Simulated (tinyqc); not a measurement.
A particle near a wafer in liquid: double-layer and van der Waals forces (DLVO), deposition barrier and removal: one step, computed by the program tinyqc. Command: `OMP_NUM_THREADS=1 python tinyqc.py 3110716 3110717 out.jsonl dlvo walk`. One thread of a shared host (Intel(R) Xeon(R) Processor @ 2.30GHz), about 0.01 s of CPU time with the checks.

Sphere and flat wall, Derjaguin approximation, constant potentials in the linear-superposition form, no retardation and no hydration force.

Problem. Removing an attached particle. Adhesion F_a = A R/(6 h0^2) [1 + a^2/(R h0)] - kappa Z R exp(-kappa h0), a the contact radius. Drag in a shear flow F_d = 1.7 x 6 pi mu R^2 G, acting at 1.4 R; rolling starts when 1.4 R F_d = a F_a. Wall shear stress = mu G.

Inputs (values chosen for the exercise, of the order of those for alumina on silica in water):

| quantity | value | unit |
|---|---|---|
| particle radius R | 74 | nm |
| Hamaker constant A | 1e-20 | J |
| temperature T | 343 | K |
| contact distance h0 | 0.4 | nm |
| contact radius over R | 0.15 | - |
| viscosity | 0.89 | mPa s |

kappa = 1.734821 1/nm

Z = 14.75607 pN

Give: van der Waals adhesion; net adhesion F_a; wall shear stress for rolling; shear rate G.

Solution.

van der Waals adhesion = 3979 pN

net adhesion F_a = 3033 pN

wall shear stress for rolling = 1852 Pa

shear rate G = 2.081e+06 1/s
